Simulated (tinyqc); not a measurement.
Undoped symmetric double-gate MOSFET, analytic potential model: one step of the calculation.

An undoped body of thickness ts between two equal insulators and tied gates; long channel, electrons only, n = ni exp((psi - V)/Vt) with V the quasi-Fermi potential (0 at the source, Vd at the drain), constant mobility, no quantisation. Across the body psi(x) = V - 2 Vt ln[(ts/(2 beta)) sqrt(q ni/(2 eps0 eps_r Vt)) cos(2 beta x/ts)], x from the centre. Q is the electron charge per area of the whole body.

Task. Constants of the body. ni = sqrt(Nc Nv) exp(-Eg/(2 Vt)), Eg in volts; r = eps_r tox/(eox ts); V0 = dphi + 2 Vt ln[(2/ts) sqrt(2 eps0 eps_r Vt/(q ni))].

Parameters, values chosen for the exercise; material values close to those of silicon: temperature T = 300 K; band gap Eg = 1.13 eV; relative permittivity of the semiconductor eps_r = 11.5; conduction-band density of states at T Nc = 2.82e19 cm^-3; valence-band density of states at T Nv = 2.7e19 cm^-3; relative permittivity of the gate insulator eox = 25.7; insulator thickness tox = 7.4 nm; body thickness ts = 8 nm; gate work function less that of the intrinsic body dphi = 0.17 V.

Constants: q = 1.602176634e-19 C, kB = 1.380649e-23 J/K, Vt = kB T/q, eps0 = 8.8541878128e-14 F/cm where lengths are in cm. Results are converted to the units shown.

Find: ni; r; V0.

Result.

ni = 8.897e9 cm^-3
r = 0.4139
V0 = 0.6678 V

Program tinyqc, `OMP_NUM_THREADS=1 python tinyqc.py 2440134 2440135 out.jsonl`; Intel Xeon 2.30GHz, shared host, one thread, about 0.03 s.
